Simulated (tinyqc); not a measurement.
# Changing the thickness W

Model: photoconductance decay in a wafer: bulk and surface recombination modes, and iron detection by pair splitting. Computed by tinyqc, a small Python program. Command: `OMP_NUM_THREADS=1 python tinyqc.py 3110382 3110383 out.jsonl pcd sweep`. One thread of a shared host (Intel(R) Xeon(R) Processor @ 2.30GHz), about 0.04 s of CPU time with the checks.

Both faces of the wafer have the same S; injection is low and all coefficients are constant. x runs from -W/2 to W/2.

Inputs (values chosen for the exercise, modelled on p-type silicon): diffusivity D = 22 cm^2/s; bulk lifetime tau_b without iron = 29 microsecond; surface recombination velocity S = 41 cm/s.

Method. Even modes cos(a x) obey b tan b = S W/(2 D) with b = a W/2, odd modes sin(a x) obey -b cot b = S W/(2 D); each decays at the rate 1/tau_b + D a^2. tau_eff is the decay time of the first mode. The surface time is 1/(D a^2) of that mode; shortcuts for it are W/(2 S), W^2/(pi^2 D) and their sum, whose error is sum/surface time - 1.

One run for each value:

| thickness W (micrometre) | tau_eff (microsecond) | surface time (microsecond) | tau_eff/tau_b |
|---|---|---|---|
| 20 | 13.25 | 24 | 0.4570 |
| 36 | 17.47 | 44 | 0.6025 |
| 63 | 21.06 | 77 | 0.7264 |
| 110 | 23.86 | 135 | 0.8227 |
| 200 | 25.94 | 245 | 0.8943 |
| 360 | 27.22 | 444 | 0.9387 |
| 630 | 27.96 | 783 | 0.9643 |
| 1100 | 28.41 | 1388 | 0.9795 |
| 2000 | 28.68 | 2592 | 0.9889 |

Describe and explain the trends.

Over the rows, tau_eff (microsecond) rises from 13.3 to 28.7 (exponent d ln y / d ln x 0.47 between the first rows and 0.016 between the last); surface time (microsecond) rises from 24.4 to 2590 (exponent d ln y / d ln x about 1.0 throughout); tau_eff/tau_b rises from 0.457 to 0.989 (exponent d ln y / d ln x 0.47 between the first rows and 0.016 between the last). The exponent of surface time stays between 1.00 and 1.05, near 1: slow surfaces, W/(2 S). Plotting 1/tau_eff against 1/W separates bulk and surface while W/(2 S) is the larger part of the surface time.

Extremes, crossings and ranges named in words are read from the listed rows.
